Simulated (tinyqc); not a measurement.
From results back to parameters: free and nearly free electrons in a metal.

Problem. A free-electron metal with 4 atoms in the cubic cell and z electrons an atom has EF = c kF^2/m, (hbar omega_p)^2 = 8 pi c (e^2/(4 pi eps0)) n/m and kF = (3 pi^2 n)^(1/3), c = hbar^2/2m0.

Constants: hbar^2/2m0 = 3.80998211 eV angstrom^2; e^2/(4 pi eps0) = 14.39964547 eV angstrom.

Parameters, chosen for this exercise (out of a larger set: near those of Cu, whose d bands this model ignores; not measured data): a = 3.64 angstrom (fcc lattice constant).

EF = 6.93491 eV
hbar omega_p = 10.69388 eV

Find: kF; m; z.

Solution. (hbar omega_p)^2/EF = (8/(3 pi)) (e^2/(4 pi eps0)) kF gives kF; EF then gives m, and n = kF^3/(3 pi^2) gives z.

kF = 1.3491 1/angstrom
m = 1.00 m0
z = 1.00

Computed by tinyqc, a small Python program: `OMP_NUM_THREADS=1 python tinyqc.py 1681171 1681172 out.jsonl` (the numbers bound the seed that draws the inputs); one thread of a shared host (Intel(R) Xeon(R) Processor @ 2.30GHz), about 0.01 s for the whole set of steps.
